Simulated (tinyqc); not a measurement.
What moves the results: Bethe-Salpeter matrix of a two-band square lattice (Tamm-Dancoff form). A value that a table varies takes the place of the one given here.

One valence and one conduction band, lattice period 1, mesh k = 2 pi j/N along each axis (first index slowest). Pair energies D(k) = Eg + 2 t sum(1 - cos k), t = tc + tv. Screened attraction W(R) = U at R = 0 and V/|R| otherwise, R over the N x N cells with the nearest image; W(q) = sum_R W(R) cos(q R). H(k, k') = D(k) delta - W(k - k')/Nk + 2 J/Nk for singlets (J = 0 for triplets), Nk the number of k points. With a constant transition dipole the strength of a state is f = (sum_k A_k)^2/Nk, and the f sum to 1.

Parameters, chosen for this exercise:

| symbol | value | unit | meaning |
|---|---|---|---|
| Eg | 2.5 | eV | quasiparticle gap |
| tc | 0.29 | eV | conduction hopping |
| tv | 0.14 | eV | valence hopping |
| U | 1.36 | eV | attraction in the same cell |
| V | 0 | eV | attraction at one cell distance |
| J | 0.35 | eV | exchange in the same cell |
| fs | (0.1, 0.25, 0.5, 1, 1.5, 2, 3) |  | scale factors of U and V |

## Convergence with the k mesh

Lowest triplet and singlet, and f of the singlet, against N.

Results:

| N | Eg - E triplet (eV) | Eg - E singlet (eV) | f singlet |
|---|---|---|---|
| 3 | 0.3544 | 0.1077 | 0.2326 |
| 4 | 0.2790 | 0.0677 | 0.1628 |
| 6 | 0.2294 | 0.0359 | 0.1027 |
| 9 | 0.2166 | 0.0197 | 0.0688 |
| 14 | 0.2152 | 0.0109 | 0.0490 |
| 22 | 0.2151 | 0.0065 | 0.0403 |
| 36 | 0.2151 | 0.0044 | 0.0404 |

How do the results move?

The coarsest mesh misjudges the singlet binding by +0.1032 eV against the finest: a mesh of N points along an axis repeats the pair every N cells. The triplet is within 1 meV of the last row from N = 14 on. The singlet is within 1 meV of the last row from N = 36 on, a loose bar for so small a binding, which only that row meets, so it has not settled.

## Strength of the attraction

Triplets, N = 24; U and V scaled together, as weaker screening would do. f is the weight at R = 0.

Results:

| scale | U/t | binding (eV) | f | Eg - second level (eV) |
|---|---|---|---|---|
| 0.10 | 0.32 | 0.0003 | 0.003 | -0.0282 |
| 0.25 | 0.79 | 0.0010 | 0.005 | -0.0254 |
| 0.50 | 1.58 | 0.0068 | 0.047 | -0.0144 |
| 1.0 | 3.16 | 0.2151 | 0.563 | -0.0029 |
| 1.5 | 4.74 | 0.6956 | 0.806 | -0.0021 |
| 2.0 | 6.33 | 1.2780 | 0.894 | -0.0018 |
| 3.0 | 9.49 | 2.5432 | 0.954 | -0.0016 |

How do the results move?

On a mesh 1.5 times finer the binding changes by more than 5 % at scale 0.1, 0.25 and 0.5, so there it is set by the mesh. The binding grows with exponent 2.89 between scales 1 and 1.5 and 1.70 over the last two rows (for a weak contact attraction 2 in a chain and larger in a plane, where it binds exponentially weakly, 1 for a pair held in one cell). f rises from 0.003 to 0.954. On this mesh no second level lies below the gap. The binding exceeds Eg in the rows from scale 3 on, where the ground state itself would be unstable. 

## What each parameter does

N = 24: lowest singlet, its binding and f, and the singlet-triplet splitting. Each row changes one parameter from the base and keeps the others.

Results:

| case | singlet (eV) | binding (eV) | f | splitting (eV) |
|---|---|---|---|---|
| base | 2.4940 | 0.0060 | 0.040 | 0.2092 |
| Eg = 2.7 eV | 2.6940 | 0.0060 | 0.040 | 0.2092 |
| tc = 0.38 eV | 2.4964 | 0.0036 | 0.017 | 0.1183 |
| tv = 0.08 eV | 2.4890 | 0.0110 | 0.095 | 0.2920 |
| U = 1.63 eV | 2.4608 | 0.0392 | 0.232 | 0.3468 |
| V = 0.1 eV | 2.4582 | 0.0418 | 0.098 | 0.2100 |
| J = 0.52 eV | 2.4991 | 0.0009 | 0.005 | 0.2142 |

What does this show?

The largest shifts from the base row, up to three for each result and ties (the steps differ in size, so this ranks the rows, not the parameters). singlet (eV): Eg +0.2000, V -0.0358, U -0.0332. binding (eV): V +0.0358, U +0.0332, tv +0.0051; unchanged at the printed digits by Eg. f: U +0.193, V +0.058, tv +0.056; unchanged at the printed digits by Eg. splitting (eV): U +0.1376, tc -0.0908, tv +0.0828; unchanged at the printed digits by Eg. At zero total momentum only the sum tc + tv enters. The base binding moves by +3.2 meV on a mesh two thirds as fine, so these rows are limited by the mesh.

Run: tinyqc, `OMP_NUM_THREADS=1 python tinyqc.py 1280909 1280910 out.jsonl`; Intel(R) Xeon(R) Processor @ 2.30GHz, one thread, shared host; about 1 s of CPU time with all checks.
